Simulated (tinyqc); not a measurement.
Deep-level transient spectroscopy: one step of the calculation.

Schottky contact on an n-type layer with shallow donors Nd (all ionised) and a donor-like deep trap, neutral when filled and positive when empty; depletion approximation. Traps within lam of the depletion edge stay filled. A long pulse to Vp fills the traps beyond x1 = Wp - lam; back at Vr those between x1 and x2 = Wr - lam emit. A rate window reads S = C(t2) - C(t1).

Problem. Peak temperature. Fixed-point step for en(T) = ew: T(new) = (Et q/kB)/ln(sn g T^2/ew), g = vth Nc/(300 K)^2.

Inputs (values chosen for the exercise); material values close to those of gallium nitride: conduction-band density of states at 300 K Nc = 2.29e18 cm^-3; thermal velocity at 300 K vth = 2.6e7 cm/s; depth of the trap below the conduction edge Et = 0.66 eV; capture cross-section sn = 1.3e-16 cm^2.

Constants: q = 1.602176634e-19 C, kB = 1.380649e-23 J/K. Results are converted to the units shown.

ew = 346.57359 1/s
T at the start = 300 K

Wanted: T after step 1.

Solution.

T after step 1 = 452.62 K

tinyqc, about 0.01 s, one thread, Intel Xeon 2.30GHz (shared host): `OMP_NUM_THREADS=1 python tinyqc.py 2050084 2050085 out.jsonl`
